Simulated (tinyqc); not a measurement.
# Undoped symmetric double-gate MOSFET, analytic potential model: several studies

An undoped body of thickness ts between two equal insulators and tied gates; long channel, electrons only, n = ni exp((psi - V)/Vt) with V the quasi-Fermi potential (0 at the source, Vd at the drain), constant mobility, no quantisation. Across the body psi(x) = V - 2 Vt ln[(ts/(2 beta)) sqrt(q ni/(2 eps0 eps_r Vt)) cos(2 beta x/ts)], x from the centre. Q is the electron charge per area of the whole body.

Values chosen for this exercise; material values close to those of silicon: temperature T = 300 K; band gap Eg = 1.11 eV; relative permittivity of the semiconductor eps_r = 11.6; conduction-band density of states at T Nc = 2.75e19 cm^-3; valence-band density of states at T Nv = 2.7e19 cm^-3; relative permittivity of the gate insulator eox = 25.7; insulator thickness tox = 5.8 nm; body thickness ts = 15 nm; gate work function less that of the intrinsic body dphi = 0.25 V; channel mobility mu = 690 cm^2/(V s); gate length L = 0.1 um; drain voltage Vd = 0.5 V.

Constants: q = 1.602176634e-19 C, kB = 1.380649e-23 J/K, Vt = kB T/q, eps0 = 8.8541878128e-14 F/cm where lengths are in cm. Results are converted to the units shown.

Each table varies one quantity; the others keep the values above.

## Effect of the body thickness

ni = sqrt(Nc Nv) exp(-Eg/(2 Vt)), Eg in volts; r = eps_r tox/(eox ts); V0 = dphi + 2 Vt ln[(2/ts) sqrt(2 eps0 eps_r Vt/(q ni))]. beta (between 0 and pi/2) solves (Vg - V0 - V)/(2 Vt) = ln(beta) - ln(cos beta) + 2 r beta tan(beta). Q = 8 eps0 eps_r Vt beta tan(beta)/ts; I = mu (1/L)(4 eps0 eps_r/ts)(2 Vt)^2 [g(beta_s) - g(beta_d)] per width, g = beta tan(beta) - beta^2/2 + r beta^2 tan^2(beta), with beta_s at V = 0 and beta_d at V = Vd.  I(low) is taken at Vg = 0.46 V, Qs and I(high) at Vg = 1.21 V.

Results:

| ts (nm) | V0 (V) | I(low) (nA/um) | Qs(high) (nC/cm^2) | I(high) (uA/um) |
|---|---|---|---|---|
| 5 | 0.7627 | 0.6232 | 2744 | 4141 |
| 7 | 0.7453 | 0.8725 | 2748 | 4180 |
| 14 | 0.7095 | 1.745 | 2751 | 4230 |
| 19 | 0.6937 | 2.368 | 2751 | 4242 |
| 27 | 0.6755 | 3.365 | 2752 | 4251 |
| 38 | 0.6578 | 4.735 | 2752 | 4257 |

Estimate the missing row, ts = 9.8 nm.

Computed row:

| ts (nm) | V0 (V) | I(low) (nA/um) | Qs(high) (nC/cm^2) | I(high) (uA/um) |
|---|---|---|---|---|
| 9.8 | 0.7279 | 1.221 | 2750 | 4208 |

With this row back in the table: As ts goes from 5 to 38 nm, I(low) rises from 0.623 to 4.74 nA/um and I(high) rises from 4140 to 4260 uA/um. On average I(low) goes as ts^(1.00) and I(high) goes as ts^(0.01). Below threshold the charge is proportional to the cross-section of the body; above it the insulator sets the charge. In every row the surface density at the source at the higher gate voltage passes 0.3 Nc, where Boltzmann statistics fail. In every row mu V/L at the higher gate voltage, with V the smaller of Vd and Vg - V0, passes 3e6 cm/s, so velocity saturation would lower the current. At ts = 38 nm L is under three scale lengths of this cross-section, so short-channel effects, left out here, would raise the subthreshold current. At ts = 5 nm the body is thin enough for quantum confinement, left out here, to raise the threshold.

## Output curve

Q = 8 eps0 eps_r Vt beta tan(beta)/ts; I = mu (1/L)(4 eps0 eps_r/ts)(2 Vt)^2 [g(beta_s) - g(beta_d)] per width, g = beta tan(beta) - beta^2/2 + r beta^2 tan^2(beta), with beta_s at V = 0 and beta_d at V = Vd.

In this table Vg = 1.01 V.

Results:

| Vd (V) | Qd (nC/cm^2) | Qd/Qs | I (uA/um) |
|---|---|---|---|
| 0.06 | 1083 | 0.7518 | 521.7 |
| 0.11 | 806.5 | 0.5596 | 847.1 |
| 0.17 | 509.9 | 0.3538 | 1118 |
| 0.22 | 303.5 | 0.2106 | 1257 |
| 0.33 | 36.81 | 0.02554 | 1368 |
| 0.38 | 7.031 | 0.004879 | 1374 |
| 0.44 | 0.7333 | 5.088e-4 | 1375 |
| 0.49 | 0.1066 | 7.400e-5 | 1375 |

Estimate the missing row, Vd = 0.28 V.

Computed row:

| Vd (V) | Qd (nC/cm^2) | Qd/Qs | I (uA/um) |
|---|---|---|---|
| 0.28 | 121.5 | 0.08431 | 1342 |

With this row back in the table: The current rises from 522 to 1380 uA/um, while the charge at the drain end falls from 0.75 to 7.4e-5 of that at the source. The current first comes within 1 % of its last value at Vd = 0.33 V among the rows. Over the last rows Qd falls by a factor of e for each Vt of drain voltage: the drain end is in weak inversion. In every row the surface density at the source passes 0.3 Nc, where Boltzmann statistics fail. In every row mu V/L, with V the smaller of Vd and Vg - V0, passes 3e6 cm/s, so velocity saturation would lower the current.

## Effect of the gate work function less that of the intrinsic body

Same model as above.

Result of one run:

| dphi (V) | V0 (V) | I(low) (nA/um) | Qs(high) (nC/cm^2) | I(high) (uA/um) |
|---|---|---|---|---|
| 0.25 | 0.7059 | 1.870 | 2751 | 4233 |

What becomes of these results when the gate work function less that of the intrinsic body dphi is changed from 0.25 to 0.1 V, all else the same?

Result of the changed run:

| dphi (V) | V0 (V) | I(low) (nA/um) | Qs(high) (nC/cm^2) | I(high) (uA/um) |
|---|---|---|---|---|
| 0.1 | 0.5559 | 608.9 | 3798 | 7304 |

The whole series:

| dphi (V) | V0 (V) | I(low) (nA/um) | Qs(high) (nC/cm^2) | I(high) (uA/um) |
|---|---|---|---|---|
| 0.1 | 0.5559 | 608.9 | 3798 | 7304 |
| 0.15 | 0.6059 | 89.25 | 3445 | 6223 |
| 0.2 | 0.6559 | 12.93 | 3096 | 5194 |
| 0.25 | 0.7059 | 1.870 | 2751 | 4233 |
| 0.3 | 0.7559 | 0.2703 | 2412 | 3358 |
| 0.35 | 0.8059 | 0.03907 | 2079 | 2587 |
| 0.4 | 0.8559 | 0.005648 | 1755 | 1926 |

As dphi goes from 0.1 to 0.4 V, I(low) falls from 609 to 0.00565 nA/um and I(high) falls from 7300 to 1930 uA/um. V0 rises from 0.556 to 0.856 V. In every row the surface density at the source at the higher gate voltage passes 0.3 Nc, where Boltzmann statistics fail. In every row mu V/L at the higher gate voltage, with V the smaller of Vd and Vg - V0, passes 3e6 cm/s, so velocity saturation would lower the current.

Program tinyqc, `OMP_NUM_THREADS=1 python tinyqc.py 2440042 2440043 out.jsonl`; Intel Xeon 2.30GHz, shared host, one thread, about 0.01 s.
